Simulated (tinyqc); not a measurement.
Velocity against current: domain walls in a thin film with perpendicular anisotropy: Bloch, Neel and chiral walls, motion and stripe domains. Computed by tinyqc, a small Python program. Command: `OMP_NUM_THREADS=1 python tinyqc.py 3019413 3019414 out.jsonl mwall walk`. One thread of a shared host (Intel(R) Xeon(R) Processor @ 2.30GHz), about 0.01 s of CPU time with the checks.

One-dimensional wall: polar angle theta(x), azimuth phi of the moment in the wall (phi = 0 Neel, 90 degrees Bloch). mu_0 = 1.25663706212e-6 T m/A, gamma = 1.76085963023e11 rad/(s T).

Inputs (values chosen for the exercise, for a model film):
```
quantity                      value        unit
saturation magnetisation M_s    756        kA/m
exchange stiffness A             15        pJ/m
uniaxial anisotropy K_u         974      kJ/m^3
DMI constant D                  1.8      mJ/m^2
thickness t                     1.9          nm
damping alpha                 0.075           -
current density J             0.058  1e12 A/m^2
spin Hall angle theta_SH       0.13           -
```

Drive: spin-orbit torque.

Constants: hbar = 1.054571817e-34 J s; e = 1.602176634e-19 C.

Method:
- K_eff = K_u - mu_0 M_s^2/2; Delta = sqrt(A/K_eff); sigma_0 = 4 sqrt(A K_eff); profile theta = 2 arctan exp(x/Delta); quality factor Q = 2 K_u/(mu_0 M_s^2).
- sigma(phi) = sigma_0 + 2 Delta K_D cos^2(phi) - pi D cos(phi), with the wall shape anisotropy K_D = N_x mu_0 M_s^2/2, N_x = t ln 2/(pi Delta). The minimum has cos(phi) = D/D_N for D < D_N = 4 Delta K_D/pi and phi = 0 beyond; sigma turns negative at D_c = (sigma_0 + 2 Delta K_D)/pi.
- Spin-orbit drive: B_SL = hbar theta_SH J/(2 e M_s t) acts as the field (pi/2) B_SL cos(phi). Steady state: v = (gamma Delta/alpha)(pi/2) B_SL cos(phi) = gamma Delta [B_D sin(phi) - (B_K/2) sin(2 phi)], B_K = 2 K_D/M_s, B_D = pi D/(2 M_s Delta); the root with phi between its rest value and 90 degrees; v saturates at v_D = gamma Delta B_D.

K_D = 30.4794 kJ/m^3

width parameter Delta = 4.93908 nm

azimuth phi = 0 degrees

saturation velocity v_D = 658.560 m/s

Steady motion:
```
J (1e12 A/m^2)  B_SL (mT)  phi (degrees)  v (m/s)  v at fixed rest phi (m/s)
0.02                 0.60          1.056    10.85                       10.9
0.05                 1.49          2.639    27.10                       27.1
0.10                 2.98          5.265    54.03                       54.3
0.20                 5.96         10.428   106.72                      108.5
0.50                14.89         24.518   246.81                      271.3
1.00                29.79         41.823   404.30                      542.5
2.00                59.57         60.113   540.68                     1085.1
5.00               148.93         76.677   625.11                     2712.7
```

The linear law holds to 5 % in 4 of the eight rows; in the last row v is 94.9 % of v_D = pi gamma D/(2 M_s), which depends on neither alpha nor theta_SH. Caution: pinning, heating and tilting of the wall are left out.

Extremes, crossings and ranges named in words are read from the listed rows.
